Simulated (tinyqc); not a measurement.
Stress in a transistor channel from embedded alloy regions, liners and fins, by half-space elasticity: one step, computed by the program tinyqc. Command: `OMP_NUM_THREADS=1 python tinyqc.py 3030806 3030807 out.jsonl stressor walk`. One thread of a shared host (Intel(R) Xeon(R) Processor @ 2.30GHz), about 0.01 s of CPU time with the checks.

Plane strain in an isotropic half-space, the same constants everywhere; x along the channel from its centre, y downwards from the free surface; stress is positive in tension.

Problem. A stressed liner, as two edge forces. The liner over source and drain ends at the gate, x = -/+ L/2, and pulls there with the force per width F = (liner stress) t along the surface. A tangential line force gives s_xx = (2 F/pi) X^3/(X^2 + y^2)^2 at the distance X; two of them add at the centre, X = L/2. For L > 3.5 y the concentrated force is an upper bound.

Inputs (values chosen for the exercise, modelled on silicon):
```
quantity,value,unit
channel length L,82,nm
depth of the field point y,3.7,nm
liner stress,-2.1,GPa
liner thickness t,35,nm
```

Give: edge force F; s_xx from the liner.

Solution.

edge force F = -73.5 N/m

s_xx from the liner = -2246 MPa

Caution: the real force is spread over several liner thicknesses, so for a channel this short the concentrated force clearly overstates the stress.
